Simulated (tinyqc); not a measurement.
Inside a calculation: fitting sp3s* parameters to three gaps by Newton steps. Values are carried at full precision from step to step, so a last printed digit may differ when a step is redone from the rounded ones.

sp3s* tight binding, nearest neighbours only: anion (a) at 0, cation (c) at a/4 (1,1,1), orbitals s, px, py, pz, s* on each; k in units of 2 pi/a. With phases e_j = exp(i (pi/2) k.n_j) for n = (1,1,1), (1,-1,-1), (-1,1,-1), (-1,-1,1): g0 = (e1+e2+e3+e4)/4, g1 = (e1+e2-e3-e4)/4, g2 = (e1-e2+e3-e4)/4, g3 = (e1-e2-e3+e4)/4. The diagonal holds the levels Esa, Epa, Exa (s*) and Esc, Epc, Exc. Anion-cation block: <sa|sc> = Vss g0; <sa|xc> = Vsapc g1; <xa|sc> = -Vscpa g1; <xa|xc> = Vxx g0; <xa|yc> = <ya|xc> = Vxy g3, <xa|zc> = <za|xc> = Vxy g2, <ya|zc> = <za|yc> = Vxy g1; <s*a|xc> = Vxapc g1; <xa|s*c> = -Vpaxc g1; y and z take g2 and g3 in place of g1; s-s* and s*-s* vanish.

Gaps are level 5 at Gamma, X = (1,0,0) and L = (1/2,1/2,1/2) less level 4 at Gamma; no spin-orbit coupling. Free parameters: Esc, Vsapc and Exc. H is linear in them, so by Hellmann-Feynman J_ij = <u|dH/dp_j|u> for level 5 at point i less the same for level 4 at Gamma. Newton: p(new) = p + J^-1 (target - gaps); stop when all misses are below 1e-7 eV.

Values chosen for the exercise (out of a larger set: near a published set for AlAs, fitted to gaps, whose masses and valley positions are rough; not measured data): p = (-7.526, 0.978, -1.171, 3.593, 7.426, 6.754, -6.692, 1.865, 4.298, 5.095, 5.503, 4.546, 4.994) eV (start, order Esa, Epa, Esc, Epc, Exa, Exc, Vss, Vxx, Vxy, Vsapc, Vscpa, Vxapc, Vpaxc); tg = (2.9818, 2.294, 2.648) eV (target gaps at Gamma, X, L).

## Gaps of the starting set

Compute the gaps and the misses.

gaps (eV): Gamma 3.0517, X 2.2450, L 2.6572

target less gap (eV): Gamma -0.0699, X 0.0490, L -0.0092

## The Jacobian

Form J and its singular values.

J:
```
          Esc   Vsapc     Exc
Gamma  0.7145  0.0000  0.0000
X      0.0000  0.5099  0.0000
L      0.3618  0.3380  0.0444
```

singular values: 0.8303  0.5717  0.0341

The gap at Gamma answers to Esc. The condition number is 24.4.

## The first Newton step

Solve J dp = target less gap; the columns of J are Esc, Vsapc and Exc.

dp (eV): Esc -0.098, Vsapc 0.096, Exc -0.142

## The iteration

Repeat with J formed anew.

Newton steps (eV):

| i | Esc | Vsapc | Exc | Gamma | X | L | largest miss |
|---|---|---|---|---|---|---|---|
| 0 | -1.1710 | 5.0950 | 6.7540 | 3.0517 | 2.2450 | 2.6572 | 0.070 |
| 1 | -1.2689 | 5.1912 | 6.6120 | 2.9819 | 2.2941 | 2.6438 | 0.0042 |
| 2 | -1.2691 | 5.1910 | 6.6784 | 2.9818 | 2.2940 | 2.6479 | 0.00013 |
| 3 | -1.2691 | 5.1910 | 6.6804 | 2.9818 | 2.2940 | 2.6480 | 1.2e-07 |
| 4 | -1.2691 | 5.1910 | 6.6804 | 2.9818 | 2.2940 | 2.6480 | 9.5e-14 |

Converged in 4 steps; the miss goes 0.070, 0.0042, 0.00013, 1.2e-07, about squaring each time once it is small. The largest change is 0.098 eV in Esc, for a first miss of 0.070 eV.

## Checks

- J by Hellmann-Feynman against central differences: they agree to 1e-10 or better.

Program tinyqc; command `OMP_NUM_THREADS=1 python tinyqc.py 1450651 1450652 out.jsonl`; about 0.1 s on one thread of a shared Intel(R) Xeon(R) Processor @ 2.30GHz.
